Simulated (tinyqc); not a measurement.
## Trap density from two Hall measurements

Problem. p-type body, charge-sheet picture, full ionisation (an idealisation for deep acceptors), Boltzmann statistics for free electrons. e = Ec - EF at the surface. psi = Eg - Vt ln(Nv/Na) - e; N_dep = sqrt(2 eps0 eps_r Na (psi - Vt)/q); n_f = sqrt(N_dep^2 + 2 eps0 eps_r Vt Nc exp(-e/Vt)/q) - N_dep; Vg = Vfb + psi + q (N_dep + n_t + n_f)/Cox, Cox = eps0 eox/tox. Find e and n_t at both points and the mean trap density between them.

Parameters, values chosen for the exercise; band and dielectric values close to those of gallium nitride: temperature T = 400 K; band gap Eg = 3.35 eV; relative permittivity eps_r = 9.36; conduction-band density of states at T Nc = 3.57e18 cm^-3; valence-band density of states at T Nv = 7.14e19 cm^-3; relative permittivity of the insulator eox = 3.9; insulator thickness tox = 40 nm; acceptor density Na = 9e15 cm^-3; flat-band voltage without trapped charge Vfb = -2.78 V.

Constants: q = 1.602176634e-19 C, kB = 1.380649e-23 J/K, Vt = kB T/q, eps0 = 8.8541878128e-14 F/cm where lengths are in cm. Results are converted to the units shown.

Vg (V): [1.3877423, 2.4220829]
free sheet density from the Hall effect (cm^-2): [2.8364839e10, 3.3299991e11]

Solution. Each n_f fixes e; what the gate voltage holds beyond psi, N_dep and n_f is trapped; the difference quotient is the density, smeared over a few Vt.

e (eV): [0.1290, 0.03500]
n_t (cm^-2): [1.310e11, 3.246e11]
mean trap density = 2.060e12 cm^-2 eV^-1

Numbers from tinyqc (`OMP_NUM_THREADS=1 python tinyqc.py 2222003 2222004 out.jsonl`; about 0.02 s on one thread of a shared Intel Xeon 2.30GHz).
